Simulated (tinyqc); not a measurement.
# Microkinetic model of low-temperature epitaxy from hydride gases: adsorption, hydrogen desorption and rate control, step by step

A worked calculation. Computed by tinyqc, a small Python program that keeps every step. Command: `OMP_NUM_THREADS=1 python tinyqc.py 3010852 3010853 out.jsonl hepi walk`. One thread of a shared host (Intel(R) Xeon(R) Processor @ 2.30GHz), about 0.01 s of CPU time with the checks. Intermediate numbers are printed to about 5 digits and carried at full precision; extremes and crossings named in words are read from the listed rows.

Each hydride molecule needs two free sites and leaves four hydrogen atoms, of which two leave at once as H2; theta is the hydrogen coverage, the site density is 6.78 per nm^2 and one layer is 1.358 angstrom thick.

Inputs (values chosen for the exercise, close to those used for silane and germane on Si(001)):
```
quantity                                           value  unit
silane pressure p_S                                  3.5    Pa
sticking prefactor of silane s0                      0.1     -
adsorption barrier E_s                              0.23    eV
desorption prefactor nu_d                        6.7e+12   1/s
desorption energy on silicon E_d                    2.07    eV
hydrogen carrier pressure p_H                        140    Pa
sticking of hydrogen s_H                         4.3e-08     -
temperature T                                        500     C
germane pressure p_G                                 0.9    Pa
sticking ratio of germane to silane r_G              4.3     -
lowering of E_d per unit germanium fraction, dE     0.38    eV
```

Film: silicon-germanium. Order of hydrogen desorption: first.

Constants: k_B = 8.617333262e-05 eV/K; u = 1.6605390666e-27 kg; k_B = 1.380649e-23 J/K.

## Rate constants

Flux per site F = p/(sqrt(2 pi M k_B T) x 6.78e18 per m^2), M = 32.12 u (silane), 76.63 u (germane), 2.016 u (hydrogen); s = s0 exp(-E_s/(k_B T)); k_S = s F_S, k_G = r_G s F_G; germanium fraction x = k_G/(k_S + k_G); k = k_S + k_G; k_H = s_H F_H; k_d = nu_d exp(-(E_d - dE x)/(k_B T)). Temperatures in kelvin are T(C) + 273.15.

k = 46.913 1/s

germanium fraction x = 0.41720

k_H = 0.059256 1/s

k_d = 2.3238 1/s

## Coverage and growth rate

With k the hydride and k_H the hydrogen adsorption rate on free pairs and k_d the desorption rate, steady state: 2 (k + k_H)(1 - theta)^2 = k_d theta; growth rate R = k (1 - theta)^2 layers/s; 1 layer/s = 8.148 nm/min. With c = 2 (k + k_H)/k_d the free share is 1 - theta = 2/(1 + sqrt(1 + 4c)).

c = 40.426

hydrogen coverage theta = 0.85460

growth rate R in layers = 0.99173 layers/s

growth rate G = 8.0806 nm/min

Hydrogen covers most sites: its desorption limits growth.

## Degrees of rate control

X_i = d ln R/d ln k_i at fixed other constants. With f = 1 - theta and a = 2/f + 1/theta: d ln f/d ln k_d = 1/(a f), so X_d = 2/(a f), X_k = 1 - X_d k/(k + k_H), X_H = -X_d k_H/(k + k_H); they sum to 1.

X_d (desorption) = 0.92160

X_k (hydride adsorption) = 0.079560

X_H (hydrogen adsorption) = -0.0011626

Caution: layer thickness and site density of silicon are kept, and strain and surface segregation of germanium are ignored, which matters at this fraction.

## Two regimes over temperature

Limits: desorption-limited R = k_d k/(2 (k + k_H)), adsorption-limited R = k.

Growth:
```
T (C)    theta  G (nm/min)  desorption limit (nm/min)  adsorption limit (nm/min)
400    0.97697  1.3008e-01                 1.3315e-01                     245.30
450    0.93743  1.2189e+00                 1.3003e+00                     311.31
500    0.85460  8.0806e+00                 9.4554e+00                     382.24
550    0.71020  3.8371e+01                 5.4029e+01                     456.88
600    0.50908  1.2872e+02                 2.5285e+02                     534.12
650    0.30001  3.0035e+02                 1.0011e+03                     612.98
700    0.14660  5.0445e+02                 3.4410e+03                     692.64
750    0.06449  6.7599e+02                 1.0483e+04                     772.39
800    0.02795  8.0470e+02                 2.8786e+04                     851.65
850    0.01255  9.0675e+02                 7.2248e+04                     929.95
```

The apparent activation energy of G is 1.88 eV between the first rows and 0.25 eV between the last; full hydrogen cover gives a value near the desorption energy (plus E_s where k_H far exceeds k), a bare surface one near E_s less k_B T/2 from the flux. The coverage passes one half between 600 and 650 C, the knee of the Arrhenius plot.

Checks made by the program: steady coverage against time integration of d theta/dt (relative difference below 1e-10); degree of control against a finite difference (relative difference below 1e-10).
